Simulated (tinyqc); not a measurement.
Slater-Koster s-d bands of an fcc metal: one step. The Hamiltonian at one k.

Slater-Koster d bands. For a bond with direction cosines (l, m, n) the 5 x 5 block is dds Ps + ddp Pp + ddd (1 - Ps - Pp), the projectors on sigma, pi and delta states about the bond; for instance <xy|xy> = 3 l^2 m^2 dds + (l^2 + m^2 - 4 l^2 m^2) ddp + (n^2 + l^2 m^2) ddd, <xy|yz> = 3 l m^2 n dds + l n (1 - 4 m^2) ddp + l n (m^2 - 1) ddd and <3z2-r2|3z2-r2> = (n^2 - (l^2 + m^2)/2)^2 dds + 3 n^2 (l^2 + m^2) ddp + (3/4)(l^2 + m^2)^2 ddd. H(k) sums the blocks times cos(k.R) over the neighbours; the d level is the zero of energy; k in 2 pi/a.

Neighbours: twelve at (a/2)(1,1,0) and equivalents.

An s orbital at Es couples to nearest neighbours alone: <s|s> = sss, <s|xy> = sqrt3 l m sds (cyclic), <s|x2-y2> = (sqrt3/2)(l^2 - m^2) sds, <s|3z2-r2> = (n^2 - (l^2 + m^2)/2) sds.

Parameters, chosen for this exercise (of the size met in Cu; shifted at random, so the results belong to these values and not to a real crystal): dds = -0.355 eV (dd sigma); ddp = 0.231 eV (dd pi); ddd = -0.028 eV (dd delta); Es = 5.8 eV (s level); sss = -1.12 eV (ss sigma); sds = -0.47 eV (sd sigma); k = (0.66, 0.14, 0) 2 pi/a (wave vector).

Task: Sum over the neighbours.

Give: H(k).

Result:

H(k) (eV):
```
              s       xy       yz       zx    x2-y2   3z2-r2
s        5.8575   0.6075        0        0   1.1288  -0.6086
xy       0.6075   0.6482        0        0        0  -0.2113
yz            0        0  -1.3615  -0.1933        0        0
zx            0        0  -0.1933   0.7169        0        0
x2-y2    1.1288        0        0        0  -0.4443   0.8184
3z2-r2  -0.6086  -0.2113        0        0   0.8184   0.4381
```

Computed by tinyqc, a small Python program: `OMP_NUM_THREADS=1 python tinyqc.py 1452447 1452448 out.jsonl` (the numbers bound the seed that draws the inputs); one thread of a shared host (Intel(R) Xeon(R) Processor @ 2.30GHz), about 0.03 s for the whole set of steps.
